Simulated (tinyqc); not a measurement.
Worked calculation: hole subbands of a hard-walled well, four-band Luttinger model. Values are carried at full precision from step to step, so a last printed digit may differ when a step is redone from the rounded ones.

Constants: hbar^2/2m0 = 3.80998211 eV angstrom^2.

Parameters, chosen for this exercise (near those of Ge; the results hold for these values, not for the real material):
```
symbol  value  unit        meaning
g1      13.37              Luttinger gamma1
g2      4.24               gamma2
L       195    angstrom    well width along [001]
Zs      0      eV          shear strain energy
g3      5.69               gamma3
k       0.021  1/angstrom  wave vector in the plane
N       3                  sines for each component
kmax    0.039  1/angstrom  end of the path
```

## Levels at k = 0

R and S vanish: HHn = c (g1 - 2 g2)(n pi/L)^2 - Zs and LHn = c (g1 + 2 g2)(n pi/L)^2 + Zs, c = hbar^2/2m0, hole energies counted downwards. Sort HH1 to HH4 and LH1, LH2.

Levels:
```
subband,E (eV)
HH1,0.0048
HH2,0.0193
LH1,0.0216
HH3,0.0435
HH4,0.0774
LH2,0.0864
```

The top subband is HH1, 14.5 meV from HH2.

## The matrix at one k

Hole energies are counted downwards from the unstrained band edge, c = hbar^2/2m0. After the usual block transformation one block is H = [[P + Q - Zs, R - i S], [R + i S, P - Q + Zs]] in (heavy, light), with P +/- Q = c [(g1 +/- g2) k^2 + (g1 -/+ 2 g2) kz^2], R = sqrt(3) c gR k^2, S = 2 sqrt(3) c g3 k kz, kz = -i d/dz; axial approximation gR = (g2 + g3)/2. Zs = b (e_par - e_perp) is the shear part of the strain (the hydrostatic part shifts all levels alike and is left out). Basis sqrt(2/L) sin(n pi z/L), n = 1 to N, for each component: kz^2 gives (n pi/L)^2 and the heavy-light block is R delta_nm - 2 sqrt(3) c g3 k D_nm with D_nm = 4 n m/(L (n^2 - m^2)) for n + m odd, 0 otherwise. The other block has the same levels. The split-off band is left out.

Fill in the 2N x 2N matrix, in meV.

H(k) (meV):
```
,h1,h2,h3,l1,l2,l3
h1,34.42,0,0,14.45,21.57,0
h2,0,48.93,0,-21.57,14.45,38.82
h3,0,0,73.11,0,-38.82,14.45
l1,14.45,-21.57,0,36.95,0,0
l2,21.57,14.45,-38.82,0,101.77,0
l3,0,38.82,14.45,0,0,209.81
```

## Levels and mixing

Diagonalise; give the four lowest hole energies and the weight of the heavy component (the first half of the basis) in each.

levels (meV): 11.59  23.81  52.44  63.28

heavy weight: 0.497  0.778  0.843  0.497

The most mixed of the four is number 4, with 50 % heavy character. Against 60 sines these levels lie 0.2, 1.1, 8.9 and 8.1 meV too high: the small basis is not converged.

## Dispersion in the plane

N = 20, nine points from 0 to kmax.

Hole energies (meV):
```
k (1/angstrom),E1,E2,E3,E4,heavy weight of 1,heavy weight of 2
0.0000,4.84,19.34,21.61,43.52,1.000,1.000
0.0049,6.06,16.34,26.47,42.72,0.993,0.597
0.0097,8.90,14.83,33.95,41.17,0.901,0.605
0.0146,10.35,17.55,40.62,42.82,0.624,0.805
0.0195,11.03,21.74,42.50,52.29,0.512,0.792
0.0244,12.48,24.39,45.94,61.57,0.464,0.703
0.0293,14.90,26.16,48.44,70.07,0.433,0.631
0.0341,18.26,28.13,49.91,76.27,0.410,0.580
0.0390,22.51,30.77,51.27,79.76,0.392,0.543
```

At small k the hole energy falls in subbands 2 and 4: an electron-like mass, caused by repulsion from a deeper subband. E2 - E1 is smallest, 5.9 meV, at k = 0.0097 of the points listed. The top subband goes from 1.00 to 0.39 in heavy weight.

## Mass of HH1 in the plane

Second order in k: 1/m = g1 + g2 - sum_n 12 c g3^2 D_1n^2/(LHn - HH1) over even n up to 60, with D_1n = 4n/(L (n^2 - 1)) in size, LHn - HH1 = c [(g1 + 2 g2) n^2 - (g1 - 2 g2)](pi/L)^2 + 2 Zs, c = hbar^2/2m0.

LHn - HH1 for n = 2, 4, 6 (meV): 81.6  340.9  773.0
terms for n = 2, 4, 6: 3.3926  0.1299  0.0237
sum of all terms = 3.5600
mass without mixing, 1/(g1 + g2) = 0.0568 m0
1/m with mixing = 14.0500 1/m0

Mixing with the light holes takes m from 0.057 to 0.071 m0.

## Checks

- 1/m of HH1 from the full matrix (N = 60) at small k against second order: both 14.050.
- The 2 x 2 block with gR = g2 (k along [100]) for a plane wave (k, 0, pi/L) against the bulk heavy-hole formula, eV: both 0.00741.
- Lowest level at the given k on a real-space grid of 240 points against 60 sines, eV: both 0.0114.

Computed by tinyqc, a small Python program: `OMP_NUM_THREADS=1 python tinyqc.py 1251068 1251069 out.jsonl` (the numbers bound the seed that draws the inputs); one thread of a shared host (Intel(R) Xeon(R) Processor @ 2.30GHz), about 0.3 s for the whole set of steps.
